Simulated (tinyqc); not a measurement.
Schottky barrier on an n-type semiconductor with a doping step, non-linear Poisson equation by Newton steps: one step of the calculation.

One dimension, metal at x = 0, donor density C(x) = N1 for x < x1 and Nd beyond. Energies are counted from the electron Fermi level of the semiconductor and the conduction-band edge is Ec = -psi, so n = Nc exp(psi/Vt); holes follow the Fermi level of the metal, at -V, so p = Nv exp((V - psi - Eg)/Vt). Ends: psi(0) = V - phiB and psi = Vt ln(Nd/Nc) deep inside. Boltzmann statistics, full ionisation, no current, no image force in the Poisson equation.

Question. Newton step. Solve the tridiagonal system a_(i-1) d_(i-1) + b_i d_i + a_i d_(i+1) = -F_i for nodes 1 to 10, with d = 0 on fixed nodes. If the largest |d| exceeds 4 Vt, the whole step is scaled down so that it equals 4 Vt.

Values chosen for this exercise:
```
symbol  value  unit      meaning
T         350     K  temperature
```

Constants: q = 1.602176634e-19 C, kB = 1.380649e-23 J/K, Vt = kB T/q. Results are converted to the units shown.

| interval | coupling a_i (F/cm^2) |
|---|---|
| 0 | 1.2812531e-6 |
| 1 | 1.1000658e-6 |
| 2 | 9.3884922e-7 |
| 3 | 8.0671489e-7 |
| 4 | 6.8928171e-7 |
| 5 | 5.9188321e-7 |
| 6 | 5.0654191e-7 |
| 7 | 4.3913915e-7 |
| 8 | 3.6302170e-7 |
| 9 | 3.2031326e-7 |
| 10 | 2.7226628e-7 |

| node | diagonal b (F/cm^2) | residual F (C/cm^2) |
|---|---|---|
| 1 | -2.3813191e-6 | 8.2544130e-8 |
| 2 | -2.0389375e-6 | 9.6450354e-8 |
| 3 | -1.7469011e-6 | -4.0324830e-11 |
| 4 | -1.5434682e-6 | -1.4317749e-9 |
| 5 | -1.9019004e-6 | -1.7791580e-8 |
| 6 | -2.5821056e-6 | -1.2803616e-8 |
| 7 | -2.6673454e-6 | ~0 |
| 8 | -2.8398975e-6 | ~0 |
| 9 | -3.0631734e-6 | ~0 |
| 10 | -3.3442677e-6 | ~0 |

| node | psi at the start (V) |
|---|---|
| 0 | -0.61000000 |
| 1 | -0.48825263 |
| 2 | -0.36521166 |
| 3 | -0.24672576 |
| 4 | -0.14372760 |
| 5 | -0.07085534 |
| 6 | -0.04922335 |
| 7 | -0.04922335 |
| 8 | -0.04922335 |
| 9 | -0.04922335 |
| 10 | -0.04922335 |
| 11 | -0.04922335 |

Find: Newton step d, before damping; psi after iteration 1.

Answer.

| node | Newton step d, before damping (V) |
|---|---|
| 1 | 0.10808 |
| 2 | 0.15893 |
| 3 | 0.11578 |
| 4 | 0.06580 |
| 5 | 0.01392 |
| 6 | -0.00184 |
| 7 | -0.00036 |
| 8 | -0.00006 |
| 9 | -0.00001 |
| 10 | 0.00000 |

| node | psi after iteration 1 (V) |
|---|---|
| 0 | -0.61000 |
| 1 | -0.40621 |
| 2 | -0.24457 |
| 3 | -0.15884 |
| 4 | -0.09378 |
| 5 | -0.06029 |
| 6 | -0.05062 |
| 7 | -0.04950 |
| 8 | -0.04927 |
| 9 | -0.04923 |
| 10 | -0.04922 |
| 11 | -0.04922 |

Program tinyqc, `OMP_NUM_THREADS=1 python tinyqc.py 2020116 2020117 out.jsonl`; Intel Xeon 2.30GHz, shared host, one thread, about 0.07 s.

~0 in a residual or rate marks an entry under 1e-11 of the largest of its column.
